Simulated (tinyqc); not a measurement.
Undoped gate-all-around wire MOSFET, analytic charge model: one step of the calculation.

An undoped round wire of radius R under an insulator shell and a surrounding gate; long channel, electrons only, n = ni exp((psi - V)/Vt) with V the quasi-Fermi potential (0 at the source, Vd at the drain), constant mobility, no quantisation. The radial Poisson equation gives n(r) = n(0)/(1 - (1 - b) r^2/R^2)^2 with b = Q0/(Q + Q0). Q is the electron charge per area of the wire surface.

Problem. Charge at the source by substitution. With V = 0: u = Vg - V0 - Q/Cox, then Q(new) = (Q0/2)[sqrt(1 + 4 exp(u/Vt)) - 1], the root of Vt ln[(Q/Q0)(1 + Q/Q0)] = u.

Parameters, values chosen for the exercise: temperature T = 300 K; gate voltage Vg = 0.29 V.

Constants: q = 1.602176634e-19 C, kB = 1.380649e-23 J/K, Vt = kB T/q. Results are converted to the units shown.

Q at the start = 0 nC/cm^2
Cox = 3.4386897 uF/cm^2
Q0 = 180.06679 nC/cm^2
V0 = 0.40356308 V

Wanted: u; Q after iteration 1.

Solution.

u = -0.1136 V
Q after iteration 1 = 2.200 nC/cm^2

Program tinyqc, `OMP_NUM_THREADS=1 python tinyqc.py 2460014 2460015 out.jsonl`; Intel Xeon 2.30GHz, shared host, one thread, about 0.02 s.
